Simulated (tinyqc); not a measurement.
Electron mobility in a silicon inversion layer, empirical terms and Matthiessen rule: course of the iteration: inversion density for the measured current.

Inversion layer of sheet density Ns on a uniformly doped body, under a high-permittivity gate with an interlayer. The mobility terms are empirical power laws with prefactors chosen for the exercise; adding their inverses (Matthiessen) is itself an approximation.

I = (W/L) q Ns mu Vd. E = q (Ndep + eta Ns)/(eps0 eps_r) in MV/cm. With t = T/(300 K): muC = Ac (Ns/1e12 cm^-2) t/(Nb/1e17 cm^-3 + Nit/1e11 cm^-2), muP = Ap E^(-1/3) t^(-1.75), muS = As E^(-gs), muR = Ar exp(2 ti/lr)/t; 1/mu is the sum of the inverses. Ns(new) = I/((W/L) q mu Vd).

Stop when Ns changes by less than 1e5 cm^-2, or after 15 iterations.

Inputs (values chosen for the exercise); material values close to those of silicon: temperature T = 300 K; relative permittivity of the semiconductor eps_r = 11.6; body doping Nb = 1.9e17 cm^-3; weight of the inversion charge in the effective field eta = 0.5; phonon-limited mobility at 1 MV/cm and 300 K Ap = 445 cm^2/(V s); roughness-limited mobility at 1 MV/cm As = 992 cm^2/(V s); exponent of the roughness term gs = 2; Coulomb prefactor Ac = 3700 cm^2/(V s); charge at the interface Nit = 1e12 cm^-2; remote-phonon mobility without interlayer Ar = 320 cm^2/(V s); interlayer thickness ti = 0.6 nm; decay length of remote phonons lr = 0.5 nm; ratio W/L WL = 5; drain voltage Vd = 0.05 V; measured linear current I = 2.56 uA.

Constants: q = 1.602176634e-19 C, eps0 = 8.8541878128e-14 F/cm where lengths are in cm. Results are converted to the units shown.

Ns at the start = 3.6e11 cm^-2
Ndep = 1.87548e12 cm^-2

Course of the iteration:

| iteration | Ns (cm^-2) | \|change\| (cm^-2) |
|---|---|---|
| 1 | 6.94041e11 | 3.34e11 |
| 2 | 4.22936e11 | 2.71e11 |
| 3 | 6.09777e11 | 1.87e11 |
| 4 | 4.62932e11 | 1.47e11 |
| 5 | 5.68232e11 | 1.05e11 |
| 6 | 4.87118e11 | 8.11e10 |
| 7 | 5.46454e11 | 5.93e10 |
| 8 | 5.01292e11 | 4.52e10 |
| 9 | 5.34679e11 | 3.34e10 |
| 10 | 5.09445e11 | 2.52e10 |
| 11 | 5.28208e11 | 1.88e10 |
| 12 | 5.14084e11 | 1.41e10 |
| 13 | 5.24619e11 | 1.05e10 |
| 14 | 5.16706e11 | 7.91e9 |
| 15 | 5.22618e11 | 5.91e9 |

Did this iteration meet its convergence test, and what does its course show?

No. Not converged within 15 iterations. The value swings about the solution and each change is still 0.75 times the one before. Near the solution, 5.201e11 cm^-2, d ln Ns(new)/d ln Ns = -d ln mu/d ln Ns = -0.749, which sets the rate. A rerun with the update Ns (Ns(new)/Ns)^(1/(1 - s)), s = -0.749, converges in 4 iterations.

tinyqc, about 0.01 s, one thread, Intel Xeon 2.30GHz (shared host): `OMP_NUM_THREADS=1 python tinyqc.py 2510136 2510137 out.jsonl`
